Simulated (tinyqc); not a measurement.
Sweep of the shear strain: two-band k.p model of the Delta valleys near the X point under shear strain.

Valley pair on the [001] axis, kz counted from the X point, c = hbar^2/2m0, k0 = kx0 2 pi/a. H = (c kz^2/ml + c (kx^2 + ky^2)/mt + c k0^2/ml) 1 + (2 c k0 kz/ml) sigma_z + (D exy - 2 c kx ky/Mp) sigma_x, so E = c kz^2/ml + c (kx^2 + ky^2)/mt + c k0^2/ml -/+ sqrt((2 c k0 kz/ml)^2 + (D exy - 2 c kx ky/Mp)^2). Without strain the lower band has its minima, E = 0, at kz = +/- k0. Shifts from diagonal strain are left out.

For |eta| < 1: k_min = k0 sqrt(1 - eta^2), E_min = -Delta eta^2/2, ml(eta) = ml/(1 - eta^2), 1/m[110] = 1/mt + eta/Mp, 1/m[1-10] = 1/mt - eta/Mp. For |eta| > 1 the minimum sits at X: E_min = -Delta (2 |eta| - 1)/2, ml(eta) = ml/(1 - 1/|eta|), and eta is replaced by its sign in the transverse masses. Here Delta = 2 c k0^2/ml and eta = D exy/Delta.

Constants: hbar^2/2m0 = 3.80998211 eV angstrom^2.

Values chosen for the exercise (near those of Si; the results hold for these values, not for the real material):
- a = 5.446 angstrom (lattice constant)
- ml = 0.936 m0 (longitudinal mass)
- mt = 0.198 m0 (transverse mass)
- kx0 = 0.146 2 pi/a (distance of the minimum from X)
- D = 12.8 eV (shear deformation potential)
- Mp = 0.232 m0 (coupling mass)

Delta = 2 c k0^2/ml, eta = D exy/Delta.

The minimum:
```
exy       eta  k_min/k0  E_min (meV)  ml(eta)  m[110]  m[1-10]  density-of-states mass
0.0000  0.000     1.000          0.0    0.936  0.1980   0.1980                   0.332
0.0018  0.100     0.995         -1.1    0.945  0.1825   0.2164                   0.334
0.0045  0.249     0.968         -7.2    0.998  0.1633   0.2515                   0.345
0.0090  0.499     0.867        -28.7    1.246  0.1389   0.3447                   0.391
0.0135  0.748     0.664        -64.6    2.126  0.1208   0.5477                   0.520
0.0162  0.898     0.441        -93.1    4.822  0.1121   0.8467                   0.771
0.0217  1.202     0.000       -162.3    5.558  0.1068   1.3511                   0.929
0.0289  1.601     0.000       -254.4    2.492  0.1068   1.3511                   0.711
```

The valleys reach X at eta = 1, that is exy = 0.0180. The shift is quadratic up to eta = 1 (-7.2 meV at eta = 0.25, -28.7 meV at 0.50) and linear beyond, while 1/m[110] rises linearly, taking m[110] from 0.198 to its floor 0.1068, a gain of 85 % in 1/m. ml(eta) diverges at eta = 1; the largest value listed is 5.56. A deformation-potential model with fixed masses misses all of this.

(tinyqc, `OMP_NUM_THREADS=1 python tinyqc.py 1081328 1081329 out.jsonl`, Intel(R) Xeon(R) Processor @ 2.30GHz, 1 thread, shared host, about 0.01 s.)
